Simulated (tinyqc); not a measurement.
What each parameter does: defect-molecule model of a vacancy with Jahn-Teller distortion.

Four dangling hybrids a, b, c, d point into the vacancy: H_ii = E0, and -gm between any two. A tetragonal distortion Q pairs a with b and c with d: those two couplings become -gm - I Q and the other four -gm + I Q/2, at an elastic cost k Q^2/2. The a1 level holds two electrons; charge states 2+, + and 0 put n = 0, 1, 2 more into the lowest level of t2 origin. Energy from the 2+ state at Q = 0, with the Fermi level mu counted from Ev: W_n(Q) = n (et - 2 I Q) + k Q^2/2 + Uc n (n - 1)/2 - n mu. et = E0 + gm is the undistorted t2 level.

Values chosen for the exercise (of the size used for the vacancy in silicon; shifted at random, so the results belong to these values and not to a real crystal):
- E0 = -0.1 eV (level of a dangling hybrid, from Ev)
- gm = 0.41 eV (coupling between two dangling hybrids)
- I = 1.03 eV/angstrom (Jahn-Teller coupling)
- k = 16.1 eV/angstrom^2 (force constant of the mode)
- Uc = 0.17 eV (repulsion of two electrons in one orbital)

E_JT = 2 I^2/k, E(2+/+) = et - E_JT, E(+/0) = et - 3 E_JT + Uc, U_eff = E(+/0) - E(2+/+); a1 level E0 - 3 gm.

Results for these values:
```
case  (2+/+) (eV)  (+/0) (eV)  U_eff (eV)  a1 (eV)
base       0.1782      0.0846     -0.0936  -1.3300
```

What happens to each result for Uc = 0.23 eV, all else kept?

Answer: (2+/+) does not change at the printed digits; (+/0) rises from 0.0846 to 0.1446; U_eff rises from -0.0936 to -0.0336; a1 does not change at the printed digits.

The same for each parameter in turn:
```
case                     (2+/+) (eV)  (+/0) (eV)  U_eff (eV)  a1 (eV)
base                          0.1782      0.0846     -0.0936  -1.3300
E0 = -0.05 eV                 0.2282      0.1346     -0.0936  -1.2800
gm = 0.45 eV                  0.2182      0.1246     -0.0936  -1.4500
I = 1.133 eV/angstrom         0.1505      0.0016     -0.1489  -1.3300
k = 17.71 eV/angstrom^2       0.1902      0.1206     -0.0696  -1.3300
Uc = 0.23 eV                  0.1782      0.1446     -0.0336  -1.3300
```

E0 and gm move both levels alike, so U_eff depends on I, k and Uc alone.

tinyqc: `OMP_NUM_THREADS=1 python tinyqc.py 1482567 1482568 out.jsonl`; about 0.01 s, one thread, shared Intel(R) Xeon(R) Processor @ 2.30GHz.
